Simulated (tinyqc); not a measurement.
Cahn-Hilliard equation on a periodic one-dimensional grid: one step, computed by the program tinyqc.

Free energy F = h sum_j [A (c_j^2 - 1)^2/4 + (kappa/2) ((c_(j+1) - c_j)/h)^2]; dc/dt = Lap(mu), mu = A (c^3 - c) - kappa Lap(c), Lap(y)_j = (y_(j+1) - 2 y_j + y_(j-1))/h^2, mobility 1; the grid has n = 12 points.

Question. The first step. Start: c_j = c0 + amplitude x (z_j - mean of z). c(new) = c + dt Lap(mu).

Inputs (values chosen for the exercise, in reduced units):

| quantity | value | unit |
|---|---|---|
| spacing h | 1.5 | - |
| well depth A | 1.3 | - |
| gradient coefficient kappa | 1.6 | - |
| mean composition c0 | 0.23 | - |
| noise amplitude | 0.1 | - |
| time step dt | 0.16 | - |

Scheme: explicit Euler.

random numbers: 0.883  -0.218  -0.884  -0.950  0.069  -0.115  0.380  -0.383  -0.273  0.289  -0.413  0.477

Give: c at the start; mu at the start; c after one step; F at the start; F after one step.

Answer.

c at the start: 0.3278  0.2177  0.1511  0.1445  0.2464  0.2280  0.2775  0.2012  0.2122  0.2684  0.1982  0.2872

mu at the start: -0.2732  -0.3005  -0.2346  -0.2611  -0.2153  -0.3293  -0.2435  -0.3130  -0.2956  -0.2339  -0.3607  -0.3081

c after one step: 0.3234  0.2243  0.1445  0.1496  0.2350  0.2422  0.2664  0.2074  0.2153  0.2550  0.2109  0.2859

F at the start = 5.249

F after one step = 5.244
